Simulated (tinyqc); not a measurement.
From results back to parameters: cyclotron resonance of ellipsoidal valleys, Ge type. Five cases, with inputs chosen for the exercise.

Problem. The cyclotron masses of the valleys [111] and [11-1] at this angle were computed from hidden ml and mt.

Valleys along [111], [-111], [1-11], [11-1], mass ml along the axis and mt across it. B lies in the (1-10) plane, b = (sin(theta)/sqrt2, sin(theta)/sqrt2, cos(theta)). For the angle phi between B and the axis, 1/mc^2 = cos^2(phi)/mt^2 + sin^2(phi)/(mt ml). Resonance: h nu = 2 muB B/mc, h = 2 pi hbar.

Find: X = 1/mt^2; Y = 1/(mt ml); mt; ml.

Case 1.

Values chosen (out of a larger set: near those of Ge; not measured data): theta = 13 degrees (angle of B from [001] towards [110]).

mc of [111] = 0.110173 m0
mc of [11-1] = 0.192295 m0

Solution.

X = 1/mt^2 = 141.72
Y = 1/(mt ml) = 7.822
mt = 0.084 m0
ml = 1.52 m0

With cos^2(phi) = 0.5569 and 0.1436, the two values of 1/mc^2 are linear equations for X and Y; mt = 1/sqrt(X), ml = sqrt(X)/Y.

Case 2.

Values chosen (out of a larger set: near those of Ge; not measured data): theta = 36 degrees (angle of B from [001] towards [110]).

mc of [111] = 0.084228 m0
mc of [11-1] = 0.352508 m0

Solution.

X = 1/mt^2 = 156.25
Y = 1/(mt ml) = 8.023
mt = 0.080 m0
ml = 1.56 m0

With cos^2(phi) = 0.8968 and 0.0002, the two values of 1/mc^2 are linear equations for X and Y; mt = 1/sqrt(X), ml = sqrt(X)/Y.

Case 3.

Values chosen (out of a larger set: near those of Ge; not measured data): theta = 38 degrees (angle of B from [001] towards [110]).

mc of [111] = 0.087507 m0
mc of [11-1] = 0.358325 m0

Solution.

X = 1/mt^2 = 141.72
Y = 1/(mt ml) = 7.483
mt = 0.084 m0
ml = 1.59 m0

With cos^2(phi) = 0.9171 and 0.0023, the two values of 1/mc^2 are linear equations for X and Y; mt = 1/sqrt(X), ml = sqrt(X)/Y.

Case 4.

Values chosen (out of a larger set: near those of Ge; not measured data): theta = 52 degrees (angle of B from [001] towards [110]).

mc of [111] = 0.083090 m0
mc of [11-1] = 0.229635 m0

Solution.

X = 1/mt^2 = 145.16
Y = 1/(mt ml) = 7.554
mt = 0.083 m0
ml = 1.59 m0

With cos^2(phi) = 0.9977 and 0.0829, the two values of 1/mc^2 are linear equations for X and Y; mt = 1/sqrt(X), ml = sqrt(X)/Y.

Case 5.

Values chosen (out of a larger set: near those of Ge; not measured data): theta = 28 degrees (angle of B from [001] towards [110]).

mc of [111] = 0.090142 m0
mc of [11-1] = 0.320748 m0

Solution.

X = 1/mt^2 = 152.42
Y = 1/(mt ml) = 7.401
mt = 0.081 m0
ml = 1.67 m0

With cos^2(phi) = 0.7976 and 0.0160, the two values of 1/mc^2 are linear equations for X and Y; mt = 1/sqrt(X), ml = sqrt(X)/Y.

Computed by tinyqc, one run a case: `OMP_NUM_THREADS=1 python tinyqc.py N N+1 out.jsonl` with N = 1281389, 1281485, 1281737, 1281889, 1281918; one thread of a shared Intel(R) Xeon(R) Processor @ 2.30GHz, about 0.01 s a run at most.
